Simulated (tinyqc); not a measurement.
Inside a calculation. Method: CIS and TDHF on RHF in the sto-3g basis, for H4, spin multiplicity 1. One step of it, computed by the program tinyqc.

Task: Integrals over molecular orbitals. (pq|rs) = sum C_ip C_jq C_kr C_ls (ij|kl), one index at a time.

coefficients C, order 1H 1s, 2H 1s, 3H 1s, 4H 1s:
$$\begin{pmatrix}
0.365332 & 0.449749 & 0.719173 & -0.693595 \\
0.414541 & 0.403492 & -0.612132 & 0.826381 \\
0.414541 & -0.403492 & -0.612132 & -0.826381 \\
0.365332 & -0.449749 & 0.719173 & 0.693595
\end{pmatrix}$$

core Hamiltonian H = T + V (hartree), order 1H 1s, 2H 1s, 3H 1s, 4H 1s:
$$\begin{pmatrix}
-1.319360 & -0.885818 & -0.069395 & -0.008562 \\
-0.885818 & -1.489041 & -0.355523 & -0.069395 \\
-0.069395 & -0.355523 & -1.489041 & -0.885818 \\
-0.008562 & -0.069395 & -0.885818 & -1.319360
\end{pmatrix}$$

Two-electron integrals (ij|kl) in chemists' order, unique and non-zero (hartree):
```
(11|11) 0.774606   (21|11) 0.308847   (21|21) 0.157452   (22|11) 0.477716
(22|21) 0.308847   (22|22) 0.774606   (31|11) 0.013480   (31|21) 0.007959
(31|22) 0.018702   (31|31) 0.000563   (32|11) 0.057375   (32|21) 0.037373
(32|22) 0.099296   (32|31) 0.003246   (32|32) 0.020766   (33|11) 0.196824
(33|21) 0.120890   (33|22) 0.310406   (33|31) 0.013480   (33|32) 0.099296
(33|33) 0.774606   (41|11) 0.001131   (41|21) 0.000705   (41|22) 0.001776
(41|31) 0.000059   (41|32) 0.000367   (41|33) 0.001776   (41|41) 0.000007
(42|11) 0.008107   (42|21) 0.005145   (42|22) 0.013480   (42|31) 0.000485
(42|32) 0.003246   (42|33) 0.018702   (42|41) 0.000059   (42|42) 0.000563
(43|11) 0.082699   (43|21) 0.049063   (43|22) 0.120890   (43|31) 0.005145
(43|32) 0.037373   (43|33) 0.308847   (43|41) 0.000705   (43|42) 0.007959
(43|43) 0.157452   (44|11) 0.143447   (44|21) 0.082699   (44|22) 0.196824
(44|31) 0.008107   (44|32) 0.057375   (44|33) 0.477716   (44|41) 0.001131
(44|42) 0.013480   (44|43) 0.308847   (44|44) 0.774606
```

Give: one-electron integrals over orbitals h = C^T H C; Two-electron integrals over orbitals.

Result:

one-electron integrals over orbitals h = C^T H C (hartree):
$$\begin{pmatrix}
-1.5671 & 0.0000 & 0.0960 & 0.0000 \\
0.0000 & -1.4920 & 0.0000 & -0.0880 \\
0.0960 & 0.0000 & -1.0739 & 0.0000 \\
0.0000 & -0.0880 & 0.0000 & -0.9375
\end{pmatrix}$$

Two-electron integrals over orbitals (pq|rs), unique and non-zero (hartree):
```
(11|11) 0.4187    (21|21) 0.2071    (22|11) 0.4142    (22|22) 0.4207
(31|11) -0.0351   (31|22) -0.0033   (31|31) 0.1060    (32|21) 0.0543
(32|32) 0.0995    (33|11) 0.4107    (33|22) 0.4122    (33|31) -0.0086
(33|33) 0.4270    (41|21) 0.0131    (41|32) -0.0846   (41|41) 0.0919
(42|11) 0.0434    (42|22) 0.0143    (42|31) -0.1054   (42|33) 0.0117
(42|42) 0.1094    (43|21) -0.2020   (43|32) -0.0562   (43|41) -0.0109
(43|43) 0.2146    (44|11) 0.4328    (44|22) 0.4283    (44|31) -0.0388
(44|33) 0.4392    (44|42) 0.0470    (44|44) 0.4673
```
